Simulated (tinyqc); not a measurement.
Channel resistance from two points of the on-state curve.

Question. In the p-i-n model Von = V1 + 2 Vt ln(J/(1 A/cm^2)) + J Rch, with V1 independent of J. Find Rch and V1.

Values chosen for this exercise: temperature T = 300 K.

Constants: q = 1.602176634e-19 C, kB = 1.380649e-23 J/K, Vt = kB T/q. Results are converted to the units shown.

Von at J = 150 and 450 A/cm^2 (V): [1.0332129, 1.3420155]

Answer. Remove the logarithmic junction term; the rest is linear in J.

Rch = 0.8400 mohm cm^2
V1 = 0.6481 V

Computed by the program tinyqc: `OMP_NUM_THREADS=1 python tinyqc.py 2590133 2590134 out.jsonl`, one thread of a shared Intel Xeon 2.30GHz, about 0.01 s for the whole run.
